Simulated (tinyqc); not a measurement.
Brillouin zone and empty-lattice bands of the fcc structure, step by step. Values are carried at full precision from step to step, so a last printed digit may differ when a step is redone from the rounded ones.

Primitive vectors a (0,1/2,1/2), a (1/2,0,1/2), a (1/2,1/2,0); one atom. Reciprocal vectors obey a_i.b_j = 2 pi delta_ij; k is given in units of 2 pi/a. Empty-lattice levels are c0 (2 pi/a)^2 |k + G|^2, c0 = hbar^2/2m0. Points: X = (1, 0, 0), L = (0.5, 0.5, 0.5), K = (0.75, 0.75, 0), W = (1, 0.5, 0), U = (1, 0.25, 0.25).

Constants: hbar^2/2m0 = 3.80998211 eV angstrom^2; a0 (Bohr radius) = 0.5291772105 angstrom.

Parameters, chosen for this exercise (out of a larger set: lattice near that of Pb; not measured data):

| symbol | value | unit | meaning |
|---|---|---|---|
| a | 4.917 | angstrom | lattice constant |
| Z | 4 |  | free electrons per atom |
| V1 | 0.33 | eV | atomic form factor on the shell that bounds the zone |

## Reciprocal lattice

Give b1, b2, b3, the cell volume, the zone volume (2 pi)^3/V and the energy unit c0 (2 pi/a)^2.

b1, b2, b3 as rows (2 pi/a):
```
         1        2        3
1  -1.0000   1.0000   1.0000
2   1.0000  -1.0000   1.0000
3   1.0000   1.0000  -1.0000
```

cell volume = 29.719 angstrom^3
zone volume = 8.3464 1/angstrom^3
energy unit = 6.2213 eV

## Shells of G and Bragg planes

List the first six shells of G with their number, the structure factor |sum over atoms of exp(i G.tau)|/(atoms per cell), and the distance |G|/2 of the Bragg plane from Gamma.

Shells:

| \|G\|^2 ((2 pi/a)^2) | number | structure factor | \|G\|/2 (2 pi/a) |
|---|---|---|---|
| 3.0000 | 8 | 1.0000 | 0.8660 |
| 4.0000 | 6 | 1.0000 | 1.0000 |
| 8.0000 | 12 | 1.0000 | 1.4142 |
| 11.0000 | 24 | 1.0000 | 1.6583 |
| 12.0000 | 8 | 1.0000 | 1.7321 |
| 16.0000 | 6 | 1.0000 | 2.0000 |

No structure factor vanishes among these shells.

## The free-electron sphere

n = Z/V, kF = (3 pi^2 n)^(1/3), EF = c0 kF^2, rs = (3/(4 pi n))^(1/3)/a0; compare kF with |k| of the points on the zone surface.

n = 0.13459 1/angstrom^3
kF = 1.2407 2 pi/a
EF = 9.577 eV
rs = 2.288

Points:

| point | \|k\| (2 pi/a) | kF/\|k\| | lowest level (eV) | levels below EF |
|---|---|---|---|---|
| X | 1.0000 | 1.241 | 6.221 | 2 |
| L | 0.8660 | 1.433 | 4.666 | 2 |
| K | 1.0607 | 1.170 | 6.999 | 3 |
| W | 1.1180 | 1.110 | 7.777 | 4 |
| U | 1.0607 | 1.170 | 6.999 | 3 |

The sphere encloses the whole first zone, so band 1 is full and the Fermi surface lies in higher bands.

## Empty-lattice levels at Gamma, L and W

Give the five lowest values of |k + G|^2 with their degeneracy (spin not counted).

Levels:

| point | \|k + G\|^2 | degeneracy | E (eV) |
|---|---|---|---|
| Gamma | 0.0000 | 1 | 0.000 |
| Gamma | 3.0000 | 8 | 18.664 |
| Gamma | 4.0000 | 6 | 24.885 |
| Gamma | 8.0000 | 12 | 49.771 |
| Gamma | 11.0000 | 24 | 68.434 |
| L | 0.7500 | 2 | 4.666 |
| L | 2.7500 | 6 | 17.109 |
| L | 4.7500 | 6 | 29.551 |
| L | 6.7500 | 8 | 41.994 |
| L | 8.7500 | 12 | 54.437 |
| W | 1.2500 | 4 | 7.777 |
| W | 3.2500 | 4 | 20.219 |
| W | 5.2500 | 8 | 32.662 |
| W | 7.2500 | 12 | 45.105 |
| W | 9.2500 | 4 | 57.547 |

The lowest level is 2-fold at L and 4-fold at W: as many zones meet there, and these are the lowest sets at these points on which a weak potential acts.

## The gap at L

At L two waves k and k - G with G = 2k are degenerate at E0. With V = |V1| x structure factor of G the levels are E0 -/+ V, and the masses normal to the face are 1/(1 -/+ 2 E0/V).

structure factor = 1.0000
E0 = 4.666 eV

levels (eV): 4.336  4.996

masses normal to the face, lower and upper (m0): -0.0367  0.0342

EF of the free sphere, 9.58 eV, lies above the gap: the upper band holds electrons here (EF = c0 (3 pi^2 n)^(2/3) for 4 electrons a cell; its shift by the potential is neglected).

## Checks

- a_i.b_j/(2 pi) against the unit matrix: they agree to 1e-10 or better.

(tinyqc, `OMP_NUM_THREADS=1 python tinyqc.py 1880041 1880042 out.jsonl`, Intel(R) Xeon(R) Processor @ 2.30GHz, 1 thread, shared host, about 0.02 s.)
